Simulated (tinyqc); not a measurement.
## Polarisation charge from two barrier thicknesses

Problem. Voff = phiB - dEc - q sigma d/(eps0 eb). Find sigma, phiB - dEc and the thickness at which Voff = 0.

Constants: q = 1.602176634e-19 C, eps0 = 8.8541878128e-14 F/cm where lengths are in cm. Results are converted to the units shown.

Voff at d = 13 and 29 nm (V): -5.4933143  -13.076594
eb = 9.1891000

Answer. Voff is a straight line in d: its slope is -q sigma/(eps0 eb) and its intercept phiB - dEc.

sigma = 2.41e13 cm^-2
phiB - dEc = 0.668 V
thickness for Voff = 0 = 1.41 nm

tinyqc, about 0.01 s, one thread, Intel Xeon 2.30GHz (shared host): `OMP_NUM_THREADS=1 python tinyqc.py 2180098 2180099 out.jsonl`
